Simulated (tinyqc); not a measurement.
Minority carriers and saturation current of a heavily doped emitter: effect of the doping.

n-type, parabolic bands, full ionisation. eta = (EF - Ec)/kB T solves N = Nc F12(eta), F12(x) = (2/sqrt(pi)) int_0^infinity sqrt(u)/(1 + exp(u - x)) du. The gap shrinks rigidly by dEg = E1 [ln(N/N0) + sqrt(ln^2(N/N0) + 0.5)], an empirical law that is here taken as the true narrowing.

ni = sqrt(Nc Nv) exp(-Eg/(2 Vt)), Eg in volts; degeneracy factor g = F12(eta) exp(-eta); nie^2 = ni^2 exp(dEg/kB T) g, p0 = nie^2/N; apparent narrowing dEg + kB T ln g. 1/tau = Cn N^2 + 1/ts, D = mup Vt, L = sqrt(D tau); J0 = (q p0 D/L)(s + tanh(W/L))/(1 + s tanh(W/L)), s = S L/D; the share recombining inside is 1 - 1/[cosh(W/L)(1 + tanh(W/L)/s)]. The mobility is held fixed.

Parameters, values chosen for the exercise; band and dielectric values those of a made-up semiconductor:

| symbol | value | unit | meaning |
|---|---|---|---|
| T | 300 | K | temperature |
| Eg | 1.06 | eV | band gap |
| Nc | 2.84e19 | cm^-3 | conduction-band density of states at 300 K |
| Nv | 2.06e19 | cm^-3 | valence-band density of states at 300 K |
| E1 | 8.3 | meV | energy of the narrowing law |
| N0 | 1.3e17 | cm^-3 | density of the narrowing law |
| mup | 170 | cm^2/(V s) | minority-hole mobility |
| Cn | 2.9e-31 | cm^6/s | Auger coefficient |
| ts | 0.055 | us | defect lifetime |
| W | 700 | nm | emitter width |
| S | 2e5 | cm/s | recombination velocity at the contact |

Constants: q = 1.602176634e-19 C, kB = 1.380649e-23 J/K, Vt = kB T/q. Results are converted to the units shown.

Result of one run:
```
apparent narrowing (meV),p0 (cm^-3),L (nm),J0 (fA/cm^2),share inside (%)
61.98,1699,3942,1.324e4,2.511
```

Which ionised donor density N gave this result: 6e17, 5.9e18, 5.8e19 or 2.7e20 cm^-3?

N = 5.9e18 cm^-3.

The whole series:
```
N (cm^-3),apparent narrowing (meV),p0 (cm^-3),L (nm),J0 (fA/cm^2),share inside (%)
6e17,26.49,4234,4902,3.279e4,1.636
1.3e18,38.69,3133,4852,2.427e4,1.670
2.8e18,50.73,2317,4635,1.797e4,1.827
5.9e18,61.98,1699,3942,1.324e4,2.511
1.3e19,72.74,1169,2557,9330,5.794
2.7e19,80.39,757.0,1384,6614,17.67
5.8e19,83.45,396.6,665.0,4748,50.56
1.2e20,77.05,149.7,323.7,3273,86.33
2.7e20,49.20,22.65,144.1,1107,99.38
```

The apparent narrowing goes from 26.5 through a maximum of 83.4 (at N = 5.8e19 cm^-3 among the rows listed) to 49.2 meV. p0 goes as N^(-0.39) between the first two rows and N^(-2.33) between the last two (-1 without narrowing or degeneracy), and J0 falls from 32800 to 1110 fA/cm^2.

Range of the model: Band tails, non-parabolic bands and incomplete ionisation are left out.

Program tinyqc, `OMP_NUM_THREADS=1 python tinyqc.py 2330162 2330163 out.jsonl`; Intel Xeon 2.30GHz, shared host, one thread, about 0.01 s.
